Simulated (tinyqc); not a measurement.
Ionisation potential and affinity of a slab from the planar-averaged potential: sweeps and comparisons. A value that a table varies takes the place of the one given here.

A model of the planar-averaged electrostatic energy of an electron in a periodic cell of N1 periods of A (L1 = N1 n1 h) and N2 periods of vacuum (L2 = N2 n2 h), on z_j = j h: V(z) = f VA + (1 - f) VB + F t(z), VA = V1[0] + V1[1] cos(2 pi z/(n1 h)) + V1[2] cos(4 pi z/(n1 h)), VB the same with V2, n2 and z - L1. f = [tanh(z/w) - tanh((z - L1)/w) + tanh((z - L1 - L2)/w)]/2 + 1/2; t(z) = z - L1/2 in A and (L1/L2)(L1 + L2/2 - z) beyond, so that the cell is periodic.

Running mean over n points, periodic: for odd n the plain mean of the n points centred on j; for even n the n + 1 points with half weight at both ends. The macroscopic average applies the mean over n1 points and then over n2 points.

Values chosen for the exercise (gap near that of GaN; shifted at random, so the results belong to these values and not to a real crystal): h = 0.35 angstrom (grid step); n1 = 5 (grid points per period of A); n2 = 7 (grid points per period of the vacuum filter); V1 = (-9.66, 3.2, -0.2) eV (mean and two harmonics of the potential in A); V2 = (0, 0, 0) eV (the same in vacuum); w = 0.55 angstrom (width of the interfaces); N1 = 5 (periods of A); N2 = 5 (periods of vacuum); F = 0.01 eV/angstrom (slope in A from opposite charges on the two interfaces).

## How thick the regions must be

N1 = N2 = N, no slope (F = 0); dV is read at j = floor(N n1/2) and N n1 + floor(N n2/2). The exact value is V2[0] - V1[0].

Results:

| N | L1 (angstrom) | dV (eV) | error (meV) |
|---|---|---|---|
| 1 | 1.75 | 3.8730 | -5786.97 |
| 2 | 3.50 | 8.9335 | -726.54 |
| 3 | 5.25 | 9.5993 | -60.67 |
| 4 | 7.00 | 9.6584 | -1.56 |
| 5 | 8.75 | 9.6599 | -0.11 |
| 6 | 10.50 | 9.6600 | 0.00 |

The error is below 10 meV from N = 4 on. The two windows together span 4.20 angstrom and must fit between the interface tails, which fall as exp(-2 z/w); the errors at N = 2, 3 and 4 are -726.54, -60.67 and -1.56 meV.

## The choice of windows

dV read at j = 12 and 42 after means over the numbers of points listed; ripple is the spread over the five points around each.

Results:

| windows | dV (eV) | ripple in A (meV) | ripple in vacuum (meV) |
|---|---|---|---|
| none | 12.314 | 5644 | 10 |
| 5 only | 9.663 | 14 | 10 |
| 7 only | 9.070 | 1360 | 10 |
| 6 only | 9.317 | 798 | 10 |
| 6, 8 | 9.720 | 124 | 10 |
| 5, 7 | 9.663 | 13 | 10 |

Which rows can be used, and how does a wrong window show?

The last row matches both periods and lies +3 meV from the value of a thick cell, V2[0] - V1[0] = 9.660 eV. Against it the raw potential errs by +2.65 eV. Within 20 meV of it lie: 5 only. A window one point too long leaves a ripple of 798 meV in A, against 13 meV in the last row (of which the slope F makes 14 meV): the ripple is the sign to look for. Rows to use, with under 30 meV of ripple in both regions once the tilt is taken off: 5 only and 5, 7. A row with a large ripple can hit the right value only by chance.

Computed by tinyqc, a small Python program: `OMP_NUM_THREADS=1 python tinyqc.py 1880645 1880646 out.jsonl` (the numbers bound the seed that draws the inputs); one thread of a shared host (Intel(R) Xeon(R) Processor @ 2.30GHz), about 0.01 s for the whole set of steps.
